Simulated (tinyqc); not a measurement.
Special k points of the bcc lattice: sweeps and comparisons. A value that a table varies takes the place of the one given here.

Lattice vectors in units of a: a1 = (-1/2, 1/2, 1/2), a2 = (1/2, -1/2, 1/2), a3 = (1/2, 1/2, -1/2); reciprocal vectors b_i with a_i . b_j = 2 pi delta_ij. Mesh: k = sum_i f_i b_i with f_i = (2 j_i + shift)/(2 N), j_i = 0 .. N-1. The point group of the lattice has 48 operations; only those that map the mesh onto itself are used.

A_m(k) = sum over the m-th star of lattice vectors R of cos(k . R), stars in order of length: m = 1: |R|^2 = 0.75, 8 vectors, such as (1, 1, 1) in the basis a_i; m = 2: |R|^2 = 1, 6 vectors, such as (1, 1, 0) in the basis a_i; m = 3: |R|^2 = 2, 12 vectors, such as (2, 1, 1) in the basis a_i; m = 4: |R|^2 = 2.75, 24 vectors, such as (2, 2, 1) in the basis a_i; m = 5: |R|^2 = 3, 8 vectors, such as (2, 2, 2) in the basis a_i; m = 6: |R|^2 = 4, 6 vectors, such as (2, 2, 0) in the basis a_i. The zone mean of every A_m is zero.

Test function, the lower band of a two-band insulator: E(k) = -sqrt(D^2 + (e0 - t A_1(k))^2).

Parameters, chosen for this exercise: D = 1.38 eV (half gap term); t = 0.54 eV (coupling); e0 = 1.94 eV (offset); N = 6 (points along each reciprocal vector); shift = 0 (half steps).

## Mesh size and shift

Errors of the mean of E against the unshifted mesh with N = 24. The fifth column is |R|^2 of the shortest star with a non-zero mean.

Meshes:
```
mesh       points  irreducible  operations  |R|^2 missed  error (meV)
1 Gamma         1            1          48          0.75     -120.002
1 shifted       1            1          48          0.75    -3779.161
2 Gamma         8            3          48          3.00     -299.605
2 shifted       8            2          48          3.00      250.387
3 Gamma        27            4          48          6.75        4.311
3 shifted      27            4          48          6.75       25.008
4 Gamma        64            8          48         12.00        1.277
4 shifted      64            6          48         12.00       -6.670
5 Gamma       125           10          48         18.75       -0.903
5 shifted     125           10          48         18.75        0.519
6 Gamma       216           16          48           >24        0.262
6 shifted     216           14          48           >24        0.418
```

reference mean = -2.63114 eV

The shifted mesh has the smaller error for 2 of 6 values of N and the larger for 4. The cheapest mesh within 1 meV is 5 Gamma and 5 shifted, with 10 irreducible points. A mesh misses the lattice vectors N (n1 a1 + n2 a2 + ...); the half shift gives each the sign (-1)^(n1 + n2 + ...), so the 8 shortest ones add up to -8 in place of 8: their term only changes sign. The shift keeps the full symmetry; it leaves fewer irreducible points for N = 2, 4 and 6.

## Gap and mesh density

D takes the values listed; errors against the unshifted mesh with N = 30, for unshifted meshes.

Errors (meV):
```
D (eV)  reference (eV)     N = 2   N = 4   N = 6   N = 8
0.2            -2.1418  -402.367  23.219   5.939  -3.521
0.4            -2.1852  -386.212  15.341   4.440  -1.578
0.8            -2.3281  -348.455   5.497   1.634  -0.241
1.5            -2.7044  -291.093   1.001   0.168   0.003
2.5            -3.4095  -237.883   0.408  -0.012   0.001
4.0            -4.6538  -190.852   0.258  -0.003   0.000
```

The first listed N from which the error stays below 0.5 meV is none for D = 0.2, none for D = 0.4, 8 for D = 0.8, 6 for D = 1.5, 4 for D = 2.5, 4 for D = 4 eV. A larger D makes the function smoother, so its Fourier coefficients fall faster with |R|; single entries change sign along a column, so a small error on one coarse mesh can be a cancellation.

## One point for the whole zone

The mean-value (Baldereschi) point is taken at k = (2 pi/a) (0.1667, 0.1667, 0.5), that is f = (0.25, 0.25, -0.0833); the reference is the mesh with N = 24.

Single points:
```
point                    A_1     A_2     A_3     A_4   E (eV)
Gamma                  8.000   6.000  12.000  24.000  -2.7511
mean-value point       0.000   0.000  -3.000   0.000  -2.3808
zone-face centre b1/2  0.000  -2.000  -4.000   0.000  -2.3808
```

reference mean = -2.6311 eV

The mean-value point makes A_1, A_2 and A_4 vanish. Its error is +250 meV, against -120 meV at Gamma and +250 meV at b1/2. E is not linear in A_1; its powers hold sums of nearest vectors and a non-zero mean, so this point is not exact. A_1 has the same value at b1/2, and E depends on A_1 alone, so this test cannot tell the two points apart. Gamma comes closer here only by chance, since none of its A_m vanish.

## What moves the zone average

Mean of E over the mesh, and its error against the unshifted mesh with N = 24. Each row changes one parameter from the base and keeps the others.

Results:
```
case          mean (eV)  error (meV)  irreducible points
base            -2.6309         0.26                  16
N = 7           -2.6312        -0.04                  20
shift = 1       -2.6307         0.42                  14
D = 0.966 eV    -2.4040         1.01                  16
t = 0.702 eV    -2.8180         0.46                  16
```

The largest shifts from the base row, up to three for each result and ties (the steps differ in size, so this ranks the rows, not the parameters). mean (eV): D +0.2269, t -0.1871, N -0.0003. error (meV): D +0.75, N -0.31, t +0.20. irreducible points: N +4, shift -2; unchanged at the printed digits by D and t.

Computed by tinyqc, a small Python program: `OMP_NUM_THREADS=1 python tinyqc.py 1650529 1650530 out.jsonl` (the numbers bound the seed that draws the inputs); one thread of a shared host (Intel(R) Xeon(R) Processor @ 2.30GHz), about 0.2 s for the whole set of steps.
